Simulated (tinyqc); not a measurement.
Depletion-mode phase shifter in a rib waveguide and its Mach-Zehnder modulator: two steps of the calculation.

A lateral p-n junction at x0 in a waveguide whose mode intensity is a Gaussian of rms width s about x = 0; p side at smaller x. Reverse bias removes carriers and raises the index. Abrupt junction, doping uniform over the whole mode, lumped electrode (no travelling-wave effects).

Parameters, values chosen for the exercise; values close to those of silicon near 1550 nm:
```
symbol   value    unit                                     meaning
lam       1550      nm                                  wavelength
eps_r     11.7          relative permittivity of the semiconductor
Na      6.2e17   cm^-3                            acceptor density
Nd      1.5e18   cm^-3                               donor density
Vb        0.87       V                            built-in voltage
s          150      nm     rms width of the lateral mode intensity
x0          60      nm          junction offset towards the n side
G         0.96                     vertical confinement times ng/n
hr         310      nm                                  rib height
Cf          54    pF/m                          fringe capacitance
Rs         9.5  ohm mm                           series resistance
V            1       V                                reverse bias
a0           1   dB/cm                                passive loss
```

Constants: q = 1.602176634e-19 C, eps0 = 8.8541878128e-14 F/cm where lengths are in cm. Results are converted to the units shown.

Problem 1. Depletion edges and mode overlap. W = sqrt(2 eps0 eps_r (Vb + V)(1/Na + 1/Nd)/q); edges xp = x0 - W Nd/(Na + Nd), xn = x0 + W Na/(Na + Nd); F(x) = [1 + erf(x/(sqrt(2) s))]/2.

Find: W at 0 and at V; edge; F.

Solution 1.

W at 0 and at V (nm): [50.64, 74.25]

```
edge,edge (nm),F
xp(0),24.17,0.5640
xn(0),74.81,0.6910
xp(V),7.467,0.5199
xn(V),81.71,0.7070
```

Problem 2. Index shift, efficiency, loss and bandwidth. dneff = G {dn_h [F(xp(0)) - F(xp(V))] + dn_e [F(xn(V)) - F(xn(0))]}; VpiL = lam V/(2 dneff); loss = a0 + 4.343 G {a_h F(xp) + a_e [1 - F(xn)]} dB/cm at V; C = eps0 eps_r hr/W + Cf; fRC = 1/(2 pi Rs C).

F, edge xp(0) to xn(V): [0.5640010913, 0.6910174879, 0.5198519344, 0.7070395975]
W at 0 and at V (nm): [50.64227174, 74.24622143]
dn_h = 0.001456573074
dn_e = 0.00132
a_h = 3.72 1/cm
a_e = 12.75 1/cm

Give: dneff; VpiL; loss; C; fRC.

Solution 2.

dneff = 8.204e-5
VpiL = 0.9447 V cm
loss = 24.64 dB/cm
C = 486.5 pF/m
fRC = 34.43 GHz

The product VpiL x loss is 23.3 V dB.

Computed by the program tinyqc: `OMP_NUM_THREADS=1 python tinyqc.py 2650116 2650117 out.jsonl`, one thread of a shared Intel Xeon 2.30GHz, about 0.01 s for the whole run.
